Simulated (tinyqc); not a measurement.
Changing the frequency nu_O: quasi-harmonic thermal expansion with mode Grueneisen parameters. Computed by tinyqc, a small Python program. Command: `OMP_NUM_THREADS=1 python tinyqc.py 3002897 3002898 out.jsonl qha sweep`. One thread of a shared host (Intel(R) Xeon(R) Processor @ 2.30GHz), about 0.05 s of CPU time with the checks.

A crystal with two atoms a cell; per atom there are 1 transverse acoustic (TA), 1/2 longitudinal acoustic (LA) and 3/2 optical (O) modes. Every frequency of group i scales as nu_i (V/V0)^(-gamma_i). The acoustic groups have Debye spectra, density 3 nu^2/nu_i^3 up to nu_i (40 Gauss-Legendre points); the optical group has one frequency. Static energy: E = (9 V0 B0/16) [y^3 B' + y^2 (2 - 4 y)], y = (V0/V)^(2/3) - 1, with pressure P_s = (3 B0/2) (z^7 - z^5) [1 + (3/4)(B' - 4)(z^2 - 1)], z = (V0/V)^(1/3).

Inputs (values chosen for the exercise, modelled on indium phosphide):
```
quantity                       value             unit
static volume V0                25.3  angstrom^3/atom
static bulk modulus B0          72.7              GPa
static B'                       4.54                -
frequency nu_TA                 2.06              THz
frequency nu_LA                 4.96              THz
Grueneisen parameter gamma_TA   -1.6                -
Grueneisen parameter gamma_LA   0.86                -
Grueneisen parameter gamma_O     1.4                -
temperature T                    300                K
step factor f                      1                -
```

Acoustic groups: Debye.

Constants: h x 1 THz = 4.135667696 meV; k_B = 8.617333262e-05 eV/K; 1 eV/angstrom^3 = 160.2176634 GPa.

Method:
- For a mode with x = h nu/(k_B T), n = 1/(exp(x) - 1): U = h nu (n + 1/2), C/k_B = x^2 n (n + 1); U_i and C_i sum these over group i with its weight per atom.
- Phonon pressure P_ph = sum_i gamma_i U_i/V.
- gamma_th = sum gamma_i C_i / sum C_i; volume expansion coefficient alpha_V = gamma_th C k_B/(B0 V0); linear coefficient alpha_V/3; first-order volume change P_ph/B0.
- Start at V0 and step V(new) = V [1 + f (P_s + P_ph)/B0]; stop when |P_s + P_ph| < 1e-8 GPa, after 60 steps, or when V leaves 0.7 to 1.3 V0.
- B_T = -V d(P_s + P_ph)/dV at fixed T (central difference, step 1e-4 V); alpha_V = sum gamma_i C_i k_B/(B_T V), all at V(T); the linear coefficient is alpha_L = alpha_V/3.
- C_P - C_V = alpha_V^2 B_T V T; the optical frequency is nu_O (V/V0)^(-gamma_O).
- At T = 0, U_i is the zero-point energy (h nu/2 a mode); solve P_s + P_ph = 0.

One run for each value; columns: (1) frequency nu_O (THz); (2) zero-point volume change (%); (3) linear expansion coefficient (ppm/K); (4) gamma_th at V0; (5) volume change from V0 (%):
```
(1)       (2)     (3)      (4)     (5)
4.74   0.1635   2.083   0.2845  0.2337
5.96   0.2096   1.948   0.2694  0.2466
7.50   0.2679   1.741   0.2456  0.2667
9.44   0.3414   1.436   0.2085  0.2980
11.90  0.4346   0.996   0.1507  0.3462
14.90  0.5483   0.421   0.0660  0.4165
18.80  0.6964  -0.316  -0.0612  0.5234
23.70  0.8826  -1.128  -0.2322  0.6761
```

Over the rows, zero-point volume change (%) rises from 0.163 to 0.883 (exponent d ln y / d ln x 1.1 between the first rows and 1.0 between the last); linear expansion coefficient (ppm/K) falls from 2.08 to -1.13; gamma_th at V0 falls from 0.284 to -0.232. A stiffer optical group stores more zero-point energy, which pushes the volume up in proportion to gamma_O nu_O, but it freezes out of the heat capacity and so adds less to alpha at this T.
